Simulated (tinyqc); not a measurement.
Inside a calculation. Method: UHF in the sto-6g basis, for H4, spin multiplicity 1. One step of it, computed by the program tinyqc.

Problem. Iteration 1: diagonalisation and new density. Diagonalise F' = X^T F X, C = X C', fill 2 alpha and 2 beta electrons from the bottom; D(s) = C_occ C_occ^T. Each column has its largest component positive (the first on a tie).

F(alpha) (hartree), order 1H 1s, 2H 1s, 3H 1s, 4H 1s:
$$\begin{pmatrix}
-0.357605 & -0.517276 & -0.024932 & -0.003298 \\
-0.517276 & -0.233182 & -0.113676 & -0.055218 \\
-0.024932 & -0.113676 & -0.339002 & -0.498066 \\
-0.003298 & -0.055218 & -0.498066 & -0.196866
\end{pmatrix}$$

F(beta) (hartree), order 1H 1s, 2H 1s, 3H 1s, 4H 1s:
$$\begin{pmatrix}
-0.196866 & -0.498066 & -0.055218 & -0.003298 \\
-0.498066 & -0.339002 & -0.113676 & -0.024932 \\
-0.055218 & -0.113676 & -0.233182 & -0.517276 \\
-0.003298 & -0.024932 & -0.517276 & -0.357605
\end{pmatrix}$$

X, order 1H 1s, 2H 1s, 3H 1s, 4H 1s:
$$\begin{pmatrix}
-0.738673 & 0.757875 & 0.440098 & 0.365245 \\
0.839286 & -0.675924 & 0.387340 & 0.409528 \\
-0.839286 & -0.675924 & -0.387340 & 0.409528 \\
0.738673 & 0.757875 & -0.440098 & 0.365245
\end{pmatrix}$$

Give: F' = X^T F X; orbital energies; coefficients C; F' = X^T F X; orbital energies; coefficients C; D(alpha) after iteration 1; D(beta) after iteration 1.

Solution.

F' = X^T F X (alpha) (hartree):
$$\begin{pmatrix}
0.618 & 0.004 & -0.012 & 0.061 \\
0.004 & 0.435 & -0.099 & -0.004 \\
-0.012 & -0.099 & -0.477 & -0.014 \\
0.061 & -0.004 & -0.014 & -0.537
\end{pmatrix}$$

orbital energies (alpha) (hartree): MO1 -0.543, MO2 -0.484, MO3 0.445, MO4 0.621

coefficients C (alpha), order 1H 1s, 2H 1s, 3H 1s, 4H 1s:
$$\begin{pmatrix}
0.516 & -0.399 & 0.726 & -0.703 \\
0.429 & -0.226 & -0.739 & 0.835 \\
0.327 & 0.561 & -0.608 & -0.829 \\
0.235 & 0.417 & 0.777 & 0.784
\end{pmatrix}$$

F' = X^T F X (beta) (hartree):
$$\begin{pmatrix}
0.618 & -0.004 & -0.012 & -0.061 \\
-0.004 & 0.435 & 0.099 & -0.004 \\
-0.012 & 0.099 & -0.477 & 0.014 \\
-0.061 & -0.004 & 0.014 & -0.537
\end{pmatrix}$$

orbital energies (beta) (hartree): MO1 -0.543, MO2 -0.484, MO3 0.445, MO4 0.621

coefficients C (beta), order 1H 1s, 2H 1s, 3H 1s, 4H 1s:
$$\begin{pmatrix}
0.235 & 0.417 & 0.777 & 0.784 \\
0.327 & 0.561 & -0.608 & -0.829 \\
0.429 & -0.226 & -0.739 & 0.835 \\
0.516 & -0.399 & 0.726 & -0.703
\end{pmatrix}$$

D(alpha) after iteration 1, order 1H 1s, 2H 1s, 3H 1s, 4H 1s:
$$\begin{pmatrix}
0.425 & 0.312 & -0.055 & -0.045 \\
0.312 & 0.236 & 0.014 & 0.007 \\
-0.055 & 0.014 & 0.422 & 0.310 \\
-0.045 & 0.007 & 0.310 & 0.229
\end{pmatrix}$$

D(beta) after iteration 1, order 1H 1s, 2H 1s, 3H 1s, 4H 1s:
$$\begin{pmatrix}
0.229 & 0.310 & 0.007 & -0.045 \\
0.310 & 0.422 & 0.014 & -0.055 \\
0.007 & 0.014 & 0.236 & 0.312 \\
-0.045 & -0.055 & 0.312 & 0.425
\end{pmatrix}$$
